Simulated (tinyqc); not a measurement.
From results to parameters: minimal-basis H2. Computed by the program tinyqc with PySCF.

Problem. For two electrons in the two orbitals of minimal-basis H2, the CIS energies are e2 - e1 - J12 + 2 K12 and e2 - e1 - J12, and E_corr = D - sqrt(D^2 + K12^2) with 2D the energy of the double excitation. Find J12, K12, D, the MP2 energy and the weight of the double excitation.

orbital gap e2 - e1 = 0.31370551 hartree
CIS singlet and triplet energies (hartree): 0.352519  -0.191261
FCI correlation energy = -0.20189628 hartree

Solution. Half the singlet-triplet splitting is K12, the gap less the triplet energy is J12, D = (E_corr^2 - K12^2)/(2 E_corr), MP2 is -K12^2/(2 gap), and the weight is c^2/(1 + c^2) with c = E_corr/K12.

J12, K12, D (hartree): 0.5050  0.2719  0.0821
MP2 correlation energy = -0.11782 hartree
weight of the double excitation = 0.355
